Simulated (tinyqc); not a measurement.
From results to parameters: Luttinger model of the valence bands. Computed by the program tinyqc.

Problem. In the four-band Luttinger model 1/m = g1 -/+ 2 g2 along [100] and g1 -/+ 2 g3 along [111]. Find g1, g2, g3 and the light hole mass along [111].

heavy and light hole masses along [100] (electron masses): 0.310559  0.141643
heavy hole mass along [111] = 0.543478 electron masses

Solution. The mean of the two inverse masses along [100] is g1 and a quarter of their difference is g2; g3 = (g1 - 1/m_hh[111])/2.

g1, g2, g3: 5.140  0.960  1.650
light hole mass along [111] = 0.1185 electron masses
